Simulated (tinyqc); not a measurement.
Moment against the Stoner parameter: Stoner model of a band ferromagnet.

Density of states per atom and spin: flat with a rise to the top, D(e) = (M/W) [1 - sp + 4 sp (e/W + 1/2)^3]. Levels e -/+ I m/2 for up and down spin, m = n_up - n_down, n_up + n_down = nd. At zero temperature e(N) is the energy below which N states lie, and E(m) = sum over spins of integral e D de - I m^2/4.

Parameters, chosen for this exercise:

| symbol | value | unit | meaning |
|---|---|---|---|
| W | 4.3 | eV | band width, e from -W/2 to W/2 |
| M | 5 |  | states per atom and spin |
| nd | 8.18 |  | electrons per atom |
| sp | 0.68 |  | shape parameter |

Lowest state for each I.

Results:

| I (eV) | I D(EF) | m (muB) | E - E(0) (meV) |
|---|---|---|---|
| 0.21 | 0.620 | 0.000 | 0.0 |
| 0.27 | 0.798 | 0.000 | 0.0 |
| 0.31 | 0.916 | 0.000 | 0.0 |
| 0.34 | 1.005 | 0.990 | -0.2 |
| 0.38 | 1.123 | 1.820 | -32.2 |
| 0.43 | 1.270 | 1.820 | -73.6 |
| 0.51 | 1.507 | 1.820 | -139.9 |
| 0.61 | 1.802 | 1.820 | -222.7 |

What can be read from this table?

A moment first appears at I = 0.34 eV of those listed, where I D(EF) = 1.005. It is saturated at 1.820 from I = 0.38 eV on.

(tinyqc, `OMP_NUM_THREADS=1 python tinyqc.py 1681553 1681554 out.jsonl`, Intel(R) Xeon(R) Processor @ 2.30GHz, 1 thread, shared host, about 0.3 s.)
